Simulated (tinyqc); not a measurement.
# ESD clamp with bipolar snapback, compact model and design window: several studies

The drain junction multiplies the current that enters it: Igen = (M - 1)(Ic + I0), M = 1/(1 - (Vj/BV)^n). The generated holes leave through the substrate resistance and the base of the parasitic npn: Igen = Vb/Rb + Ic/be, Ic = Is exp(Vb/Vt). Terminal current I = Ic + I0 + Igen and voltage V = Vj + I Ro, per width. Isothermal, constant gain.

Inputs (values chosen for the exercise); values close to those of grounded-gate n-channel clamps:
```
symbol    value    unit                               meaning
T           300       K                           temperature
BV         11.7       V            junction breakdown voltage
n           4.7                exponent of the multiplication
be         11.4             current gain of the parasitic npn
Is      7.8e-18    A/um                    saturation current
I0      7.2e-11    A/um                      junction leakage
Rb         9600  ohm um                  substrate resistance
Ro          380  ohm um  drain ballast and contact resistance
It2         6.8   mA/um            failure current for 100 ns
```

Constants: q = 1.602176634e-19 C, kB = 1.380649e-23 J/K, Vt = kB T/q. Results are converted to the units shown.

Each table varies one quantity; the others keep the values above.

## Effect of the drain ballast and contact resistance

For given Vb: Ic, Igen, M = 1 + Igen/(Ic + I0), Vj = BV (1 - 1/M)^(1/n), I and V. Vt1 is the maximum of V along the curve, Vh the following minimum, Vt2 the voltage at I = It2. It1 and Ih are the currents at Vt1 and Vh.

Result of one run:

| Ro (ohm um) | Vt1 (V) | It1 (uA/um) | Vh (V) | Ih (uA/um) | Vt2 (V) | Vt2 - Vt1 (V) |
|---|---|---|---|---|---|---|
| 160 | 11.71 | 56.57 | 7.764 | 2642 | 8.149 | -3.560 |

What becomes of these results when the drain ballast and contact resistance Ro is changed from 160 to 280 ohm um, all else the same?

Result of the changed run:

| Ro (ohm um) | Vt1 (V) | It1 (uA/um) | Vh (V) | Ih (uA/um) | Vt2 (V) | Vt2 - Vt1 (V) |
|---|---|---|---|---|---|---|
| 280 | 11.72 | 58.17 | 8.031 | 1911 | 8.965 | -2.751 |

The whole series:

| Ro (ohm um) | Vt1 (V) | It1 (uA/um) | Vh (V) | Ih (uA/um) | Vt2 (V) | Vt2 - Vt1 (V) |
|---|---|---|---|---|---|---|
| 30 | 11.70 | 51.83 | 7.265 | 6647 | 7.265 | -4.437 |
| 52 | 11.70 | 53.39 | 7.389 | 4938 | 7.414 | -4.288 |
| 92 | 11.70 | 55.00 | 7.557 | 3607 | 7.686 | -4.018 |
| 160 | 11.71 | 56.57 | 7.764 | 2642 | 8.149 | -3.560 |
| 280 | 11.72 | 58.17 | 8.031 | 1911 | 8.965 | -2.751 |
| 490 | 11.73 | 59.78 | 8.368 | 1367 | 10.39 | -1.335 |
| 860 | 11.75 | 61.42 | 8.788 | 964.0 | 12.91 | 1.158 |
| 1500 | 11.79 | 63.10 | 9.298 | 672.1 | 17.26 | 5.470 |

As Ro goes from 30 to 1500 ohm um, Vt1 rises from 11.7 to 11.8 V, It1 rises from 51.8 to 63.1 uA/um, Vh rises from 7.26 to 9.30 V and Vt2 rises from 7.26 to 17.3 V. Vt2 exceeds Vt1, the condition for all fingers to turn on, in 2 of the 8 rows. Ballast buys uniform turn-on with a higher clamping voltage.

## Failure current against pulse length

Power to failure goes as 1/t for pulses shorter than ta = 15 ns (adiabatic) and as 1/sqrt(t) beyond: Pf = P100 sqrt(100 ns/t) for t > ta and Pf(ta) ta/t below, with P100 = Vt2 It2 at 100 ns. The failure current solves V I = Pf on the curve (I(Vb), V(Vb)).

Failure current against pulse length:

| t (ns) | Pf (mW/um) | failure current (mA/um) | V at failure (V) | energy (nJ/um) |
|---|---|---|---|---|
| 1 | 2540 | 73.22 | 34.69 | 2.540 |
| 2 | 1270 | 49.46 | 25.68 | 2.540 |
| 5 | 508.0 | 28.59 | 17.77 | 2.540 |
| 10 | 254.0 | 18.29 | 13.88 | 2.540 |
| 20 | 146.7 | 12.51 | 11.72 | 2.933 |
| 50 | 92.75 | 8.917 | 10.40 | 4.637 |
| 100 | 65.58 | 6.800 | 9.645 | 6.558 |
| 200 | 46.37 | 5.115 | 9.067 | 9.275 |
| 500 | 29.33 | 3.432 | 8.546 | 14.67 |

The failure current falls from 73.2 to 3.43 mA/um, as t^(-0.57) at the start and t^(-0.44) at the end, more slowly than the power since V rises with I. The voltage at failure falls from 34.7 to 8.55 V.

## Effect of the substrate resistance

Same model as above.

Effect of the substrate resistance:

| Rb (ohm um) | Vt1 (V) | It1 (uA/um) | Vh (V) | Ih (uA/um) | Vt2 (V) | Vt2 - Vt1 (V) |
|---|---|---|---|---|---|---|
| 960 | 11.96 | 726.8 | 10.49 | 3622 | 10.94 | -1.028 |
| 2100 | 11.81 | 310.1 | 9.501 | 2833 | 10.26 | -1.556 |
| 4500 | 11.75 | 135.2 | 8.759 | 2155 | 9.860 | -1.889 |
| 9600 | 11.72 | 59.05 | 8.205 | 1594 | 9.645 | -2.077 |
| 21000 | 11.71 | 24.96 | 7.789 | 1140 | 9.532 | -2.177 |
| 45000 | 11.70 | 10.73 | 7.501 | 807.1 | 9.479 | -2.225 |
| 96000 | 11.70 | 4.602 | 7.299 | 565.5 | 9.454 | -2.247 |

As Rb goes from 960 to 96000 ohm um, Vt1 falls from 12.0 to 11.7 V, It1 falls from 727 to 4.60 uA/um, Vh falls from 10.5 to 7.30 V and Vt2 falls from 10.9 to 9.45 V. Vt2 exceeds Vt1, the condition for all fingers to turn on, in 0 of the 7 rows. It1 goes as Rb^(-1.10); the product It1 Rb, close to the base voltage at the trigger, goes from 0.698 to 0.442 V.

tinyqc, about 0.01 s, one thread, Intel Xeon 2.30GHz (shared host): `OMP_NUM_THREADS=1 python tinyqc.py 2670035 2670036 out.jsonl`
